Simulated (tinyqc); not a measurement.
One-sided p+-n junction, ionisation integral and breakdown: two steps of the calculation.

A p+ layer at x < 0 and an n drift layer from x = 0. Depletion approximation, built-in voltage neglected. Local ionisation coefficients alpha_n = an exp(-(bn/E)^mx), alpha_p = ap exp(-(bp/E)^mx). Electrons move towards +x, holes towards x = 0.

Parameters, values chosen for the exercise; material values close to those of silicon:
- eps_r = 11.6 (relative permittivity)
- an = 6.67e5 1/cm (prefactor of the electron ionisation coefficient)
- bn = 1.19e6 V/cm (field constant for electrons)
- ap = 1.49e6 1/cm (prefactor of the hole ionisation coefficient)
- bp = 1.9e6 V/cm (field constant for holes)
- mx = 1 (exponent)
- N = 1.7e16 cm^-3 (donor density of the drift layer)
- V = 24.2 V (reverse voltage)
- fr = 0.6 (share of the depleted width that the grid covers)

Constants: q = 1.602176634e-19 C, eps0 = 8.8541878128e-14 F/cm where lengths are in cm. Results are converted to the units shown.

Question 1. Field and ionisation coefficients on a grid. W = sqrt(2 eps0 eps_r V/(q N)), peak field E0 = q N W/(eps0 eps_r), falling linearly to 0 at W. Grid: 11 equal steps from 0 to fr W.

Wanted: W; x; E; alpha_n; alpha_p.

Answer 1.

W = 1.351 um

```
point,x (um),E (kV/cm),alpha_n (1/cm),alpha_p (1/cm)
0,0.0000,358.3,2.408e4,7412
1,0.0737,338.7,1.988e4,5458
2,0.1474,319.2,1.603e4,3872
3,0.2211,299.6,1.257e4,2626
4,0.2948,280.1,9528,1687
5,0.3684,260.6,6928,1014
6,0.4421,241.0,4784,561.6
7,0.5158,221.5,3094,280.1
8,0.5895,201.9,1840,122.1
9,0.6632,182.4,978.4,44.56
10,0.7369,162.8,447.2,12.77
11,0.8106,143.3,165.1,2.601
```

Question 2. Ionisation integrals by the trapezoid rule. G(x) = integral from 0 to x of (alpha_n - alpha_p); I_n = integral of alpha_n exp(-G) (electrons injected at x = 0), I_p = integral of alpha_p exp(G(end) - G) (holes injected at the far edge); M = 1/(1 - I). All integrals by the trapezoid rule on the grid.

```
point,x (um),alpha_n (1/cm),alpha_p (1/cm)
0,0.00000000,24075.268,7412.2089
1,0.07368939,19876.816,5458.4395
2,0.14737878,16029.935,3871.8492
3,0.22106816,12569.910,2626.1166
4,0.29475755,9527.9115,1687.2653
5,0.36844694,6928.0834,1014.4559
6,0.44213633,4783.9623,561.63374
7,0.51582571,3094.4356,280.12966
8,0.58951510,1839.7320,122.12236
9,0.66320449,978.44455,44.562296
10,0.73689388,447.20378,12.766190
11,0.81058326,165.09695,2.6006968
```

Give: G; alpha_n exp(-G); I_n; I_p; M_n; M_p.

Answer 2.

```
point,G,alpha_n exp(-G) (1e4 1/cm)
0,0.0000,2.408
1,0.1145,1.773
2,0.2124,1.296
3,0.2939,0.937
4,0.3594,0.665
5,0.4101,0.460
6,0.4474,0.306
7,0.4733,0.193
8,0.4900,0.113
9,0.4998,0.059
10,0.5049,0.027
11,0.5071,0.010
```

I_n = 0.5186
I_p = 0.1977
M_n = 2.077
M_p = 1.246

Computed by the program tinyqc: `OMP_NUM_THREADS=1 python tinyqc.py 2120131 2120132 out.jsonl`, one thread of a shared Intel Xeon 2.30GHz, about 0.04 s for the whole run.
